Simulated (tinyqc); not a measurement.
Froehlich polaron in a polar crystal: one step, computed by the program tinyqc. Command: `OMP_NUM_THREADS=1 python tinyqc.py 3014828 3014829 out.jsonl frohlich walk`. One thread of a shared host (Intel(R) Xeon(R) Processor @ 2.30GHz), about 0.05 s of CPU time with the checks.

One electron in a parabolic band of mass m*, coupled to dispersionless LO phonons in the continuum model. Energies are in units of hbar omega unless marked, wave numbers in k_0 = sqrt(2 m* omega/hbar).

Problem. Second-order perturbation theory. At T = 0 and k < k_0: E(k) = (k/k_0)^2 - alpha arcsin(k/k_0)/(k/k_0); so E(0) = -alpha, 1/m_p = (1 - alpha/6)/m*, and the mean number of phonons in the cloud at k = 0 is alpha/2. The Lee-Low-Pines variational state gives the same E(0) and m_p = m* (1 + alpha/6).

Inputs (values chosen for the exercise, modelled on magnesium oxide): LO phonon energy hbar omega = 90.9 meV; electron wave number k/k_0 = 0.1.

coupling constant alpha = 1.881019

Give: energy shift at k = 0; E(k); m*/m_p, second order; m_p/m*, Lee-Low-Pines; phonons in the cloud.

Solution.

energy shift at k = 0 = -170.98 meV

E(k) = -1.8742 hbar omega

m*/m_p, second order = 0.68650

m_p/m*, Lee-Low-Pines = 1.3135

phonons in the cloud = 0.94051
